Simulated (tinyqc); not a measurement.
From a target to a composition: model-solid line-up of a strained alloy layer on a substrate. Two cases, with inputs chosen for the exercise.

Problem. A layer of the alloy is strained to the substrate, and its gap (Ec minus the top valence edge) is given. Find x between 0.10 and 0.91, where the gap is monotonic.

All values of the alloy are linear in x but the gap, Eg(x) = (1 - x) Eg_A + x Eg_B - C x (1 - x), and the valence edge, Ev(x) = (1 - x) Ev_A + x Ev_B + fv C x (1 - x); Ec = Ev + Eg. Ev is the top of the unstrained valence band on a scale common to all materials. In the layer only the Gamma valley of the conduction band is followed, also where an X or L valley would lie lower.

Coherent growth on a (001) face: e_par = (a_s - a)/a, e_perp = -2 (C12/C11) e_par; exx = eyy = e_par, ezz = e_perp, no shear.

Strained edges: Ec + ac tr(e); the valence edges are Ev plus the levels of the 6 x 6 matrix of X, Y, Z times spin with -Dso/3 + l exx + m (eyy + ezz) on the diagonal (cyclic), n exy off it, l = av + 2 b, m = av - b, n = sqrt(3) d. Spin-orbit term (Dso/3) L.sigma on X, Y, Z with (L_k)_ij = -i epsilon_kij: <X+|H|Y+> = -i Dso/3, <X+|H|Z-> = Dso/3, <Y+|H|Z-> = -i Dso/3, <Z+|H|X-> = -Dso/3, <Z+|H|Y-> = i Dso/3, <X-|H|Y-> = i Dso/3, and their conjugates; + and - are the spin along z.

Case 1.

Values chosen (A near GaP, B near InP, substrate near GaAs; the results hold for these values, not for the real material): a = (5.453, 5.868) angstrom (lattice constant of A, B); Eg = (2.898, 1.433) eV (gap at Gamma to the s-like level of A, B); Dso = (0.08, 0.109) eV (spin-orbit splitting of A, B); Ev = (-1.29, -0.95) eV (top of the unstrained valence band of A, B); ac = (-8.2, -5.98) eV (conduction deformation potential of A, B); av = (1.7, 0.61) eV (valence hydrostatic potential of A, B); b = (-1.59, -2.01) eV (tetragonal shear potential of A, B); d = (-4.64, -5.06) eV (trigonal shear potential of A, B); C11 = (140.1, 102) GPa (of A, B); C12 = (61.3, 56.1) GPa (of A, B); C44 = (71.3, 45.6) GPa (of A, B); C = 0.671 eV (bowing of the gap); fv = 0 (share of the bowing taken by the valence edge); a_s = 5.657 angstrom (substrate); face = 001 (growth face).

strained gap = 1.695203 eV

Case 2.

Values chosen (A near InP, B near GaP, substrate near GaAs; the results hold for these values, not for the real material): a = (5.867, 5.453) angstrom (lattice constant of A, B); Eg = (1.444, 2.87) eV (gap at Gamma to the s-like level of A, B); Dso = (0.109, 0.081) eV (spin-orbit splitting of A, B); Ev = (-0.95, -1.26) eV (top of the unstrained valence band of A, B); ac = (-6.09, -8.19) eV (conduction deformation potential of A, B); av = (0.61, 1.7) eV (valence hydrostatic potential of A, B); b = (-2.01, -1.6) eV (tetragonal shear potential of A, B); d = (-4.94, -4.62) eV (trigonal shear potential of A, B); C11 = (101.1, 140.7) GPa (of A, B); C12 = (55.6, 61.8) GPa (of A, B); C44 = (45.7, 71.2) GPa (of A, B); C = 0.595 eV (bowing of the gap); fv = 0.2 (share of the bowing taken by the valence edge); a_s = 5.653 angstrom (substrate); face = 001 (growth face).

strained gap = 1.908524 eV

Find: x; e_par; gap of the relaxed alloy.

Solution.

Case 1.

x = 0.790
e_par = -2.142 %
gap of the relaxed alloy = 1.629 eV

Bisect on x; the strained gap is 2.2175 eV at x = 0.10 and 1.5783 eV at x = 0.91.

Case 2.

x = 0.400
e_par = -0.849 %
gap of the relaxed alloy = 1.872 eV

Bisect on x; the strained gap is 1.6056 eV at x = 0.10 and 2.2170 eV at x = 0.91.

Computed by tinyqc, one run a case: `OMP_NUM_THREADS=1 python tinyqc.py N N+1 out.jsonl` with N = 1050503, 1080045; one thread of a shared Intel(R) Xeon(R) Processor @ 2.30GHz, about 0.02 s a run at most.
